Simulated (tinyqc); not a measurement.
Shallow acceptor in the spherical four-band model, step by step. Values are carried at full precision from step to step, so a last printed digit may differ when a step is redone from the rounded ones.

Units Ry* = Ry/(g1 eps^2) and a* = a0 eps g1; mu = (6 g3 + 4 g2)/(5 g1) is the spherical heavy-light coupling and delta = (g3 - g2)/g1 the cubic term, which is left out.

Constants: Ry = 13.60569312 eV; a0 (Bohr radius) = 0.5291772105 angstrom.

Inputs chosen for the exercise (near those of a shallow acceptor in InP; the results hold for these values, not for the real material):
```
symbol  value          unit    meaning
g1      5.14                   Luttinger gamma1
g2      1.62                   gamma2
g3      2.11                   gamma3
eps     12                     dielectric constant
al      (0.961, 5.77)  1/a*^2  exponents a_i, the same for f and g
Dso     0.102          eV      spin-orbit splitting
```

## Units and couplings

Give Ry*, a*, mu, delta and the spherical masses 1/(g1 (1 -/+ mu)).

Ry* = 18.382 meV
a* = 32.64 angstrom
mu = 0.74475
delta = 0.0953

heavy and light mass (m0): 0.7622  0.1115

A hydrogen model with the heavy mass would bind by Ry*/(1 - mu) = 72.0 meV and with the light mass by 10.5 meV. delta/mu = 0.13: the cubic term is a modest correction.

## Matrices in a small basis

The ground state 1S3/2 has an L = 0 part f(r) and an L = 2 part g(r). In units of Ry* and a*, with Gaussians f_i = exp(-a_i r^2), g_i = r^2 exp(-a_i r^2), A = a_i + a_j and I(n) = Gamma((n + 1)/2)/(2 A^((n + 1)/2)): S_ff = I(2), S_gg = I(6), H_ff = (6 a_i a_j/A) I(2) - 2 I(1), H_gg = (14 a_i a_j/A) I(6) - 2 I(5), H_fg = -mu [15 I(2) - 20 a_j I(4) + 4 a_j^2 I(6)]; each function is then normalised. The split-off band is left out.

Form S and H.

S, lower triangle:
```
,f1,f2,g1,g2
f1,1.0000
f2,0.5853,1.0000
g1,0,0,1.0000
g2,0,0,0.2865,1.0000
```

H (Ry*), lower triangle:
```
,f1,f2,g1,g2
f1,-0.2457
f2,-0.5339,9.6437
g1,-2.7719,-4.7685,5.0584
g2,-0.7942,-16.6429,2.4097,36.3013
```

## Ground state in the small basis

Solve H u = E S u for the lowest level of the acceptor; the first half of the basis is L = 0 and the second L = 2. Give E, E without the f-g block, and the L = 2 weight u_g S_gg u_g with u S u = 1.

E = -1.901 Ry*
E without coupling = -0.260 Ry*
L = 2 weight = 0.224

Without the coupling the exact value is -1, which this basis, tuned to the compact coupled state, misses by 0.740. The coupling to L = 2 takes the level to 1.90 times that exact value.

## Converged result

Converged values use 22 exponents 2.2^i, i = -7 to 14, for f and for g.
Ground and next level of the same symmetry, L = 2 weight and mean radius.

1S3/2 and 2S3/2 (Ry*): -2.109  -0.623

binding energies (meV): 38.8  11.5

L = 2 weight = 0.255
<r> = 25.4 angstrom

The small basis reaches 90 % of the binding. The ratio 1S/2S is 3.38 (4 for hydrogen). The binding is 0.38 of Dso, so the split-off band, left out here, would deepen it noticeably.

## Checks

- Level at mu = 0 against -1 Ry*: both -1.0000.
- Ground level from a second, denser basis, Ry*: both -2.109.

Computed by tinyqc, a small Python program: `OMP_NUM_THREADS=1 python tinyqc.py 1252482 1252483 out.jsonl` (the numbers bound the seed that draws the inputs); one thread of a shared host (Intel(R) Xeon(R) Processor @ 2.30GHz), about 0.07 s for the whole set of steps.
